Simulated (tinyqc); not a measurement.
## Contact resistivity and sheet resistance from two contact lengths

Inverse problem. Rc = [sqrt(rc Rsh)/Wc] coth(Lc/(2 LT)), LT = sqrt(rc/Rsh), Wc = 42 nm; the second contact is twice as long as the first. Find LT, rc and Rsh.

Rc for Lc = 15 and 30 nm (ohm): 1063.04971  554.402172

Answer. With t = tanh(Lc/(2 LT)) for the shorter contact, the resistance of the longer over that of the shorter is (1 + t^2)/2. Then sqrt(rc Rsh) = Rc t Wc, and rc and Rsh follow by multiplying and dividing by LT.

LT = 35.63 nm
rc = 3.300e-9 ohm cm^2
Rsh = 260.0 ohm

Computed by the program tinyqc: `OMP_NUM_THREADS=1 python tinyqc.py 2170003 2170004 out.jsonl`, one thread of a shared Intel Xeon 2.30GHz, about 0.02 s for the whole run.
